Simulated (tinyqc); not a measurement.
## Fermi velocity from one capacitance

Inverse problem. At zero temperature and without traps graphene has Cq = 2 q^3 phi/(pi hbar^2 vF^2), charge Cq phi/2, 1/C_G = 1/Cox + 1/Cq and Vg = phi + Cq phi/(2 Cox). Find Cq, phi, vF and n.

Constants: q = 1.602176634e-19 C, hbar = 1.054571817e-34 J s. Results are converted to the units shown.

Vg = 1.7335644 V
C_G = 1.2162412 uF/cm^2
Cox = 1.3812533 uF/cm^2

Solution. The series relation gives Cq, the voltage relation phi = Vg/(1 + Cq/(2 Cox)), and the formula for Cq then vF.

Cq = 10.18 uF/cm^2
phi = 0.3700 V
vF = 9.250e5 m/s
n = 1.176e13 cm^-2

Program tinyqc, `OMP_NUM_THREADS=1 python tinyqc.py 2200107 2200108 out.jsonl`; Intel Xeon 2.30GHz, shared host, one thread, about 0.01 s.
